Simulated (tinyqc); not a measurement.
Bond-orbital model of a tetrahedral semiconductor (Harrison's universal couplings): one step. Band edges at Gamma. Four cases, with inputs chosen for the exercise.

Question. Ev is the lower root of [[epa, Exx], [Exx, epc]] and the s-like conduction level the upper root of [[esa, Ess], [Ess, esc]], with Exx = 1.28 u and Ess = 5.28 u, u = hbar^2/(m d^2).

Case 1.

Values chosen (near tabulated values for GaP; the model gives trends, and its gaps can be far from the real ones; not measured data): esc = -11.65 eV (s level, cation); epc = -5.6 eV (p level, cation); esa = -19.39 eV (s level, anion); epa = -9.58 eV (p level, anion).

hbar^2/(m d^2) = 1.356614 eV

Case 2.

Values chosen (near tabulated values for AlAs; the model gives trends, and its gaps can be far from the real ones; not measured data): esc = -10.56 eV (s level, cation); epc = -5.74 eV (p level, cation); esa = -19 eV (s level, anion); epa = -8.98 eV (p level, anion).

hbar^2/(m d^2) = 1.269465 eV

Case 3.

Values chosen (near tabulated values for Si; the model gives trends, and its gaps can be far from the real ones; not measured data): esc = -14.92 eV (s level, cation); epc = -7.58 eV (p level, cation); esa = -14.92 eV (s level, anion); epa = -7.58 eV (p level, anion).

hbar^2/(m d^2) = 1.379803 eV

Case 4.

Values chosen (near tabulated values for SiC; the model gives trends, and its gaps can be far from the real ones; not measured data): esc = -14.78 eV (s level, cation); epc = -7.53 eV (p level, cation); esa = -19.64 eV (s level, anion); epa = -10.97 eV (p level, anion).

hbar^2/(m d^2) = 2.133189 eV

Give: Exx, Ess; Ev; s-like conduction level; E0 gap.

Answer.

Case 1.

Exx, Ess (eV): 1.7365  7.1629

Ev = -10.231 eV
s-like conduction level = -7.378 eV
E0 gap = 2.853 eV

Case 2.

Exx, Ess (eV): 1.6249  6.7028

Ev = -9.655 eV
s-like conduction level = -6.859 eV
E0 gap = 2.795 eV

Case 3.

Exx, Ess (eV): 1.7661  7.2854

Ev = -9.346 eV
s-like conduction level = -7.635 eV
E0 gap = 1.712 eV

Case 4.

Exx, Ess (eV): 2.7305  11.2632

Ev = -12.477 eV
s-like conduction level = -5.688 eV
E0 gap = 6.789 eV

Universal couplings give the trend of E0 from compound to compound, not its value; it can miss by several eV and by a factor of two or more, and spin-orbit coupling is left out.

Computed by tinyqc, one run a case: `OMP_NUM_THREADS=1 python tinyqc.py N N+1 out.jsonl` with N = 1482533, 1482539, 1482570, 1482657; one thread of a shared Intel(R) Xeon(R) Processor @ 2.30GHz, about 0.01 s a run at most.
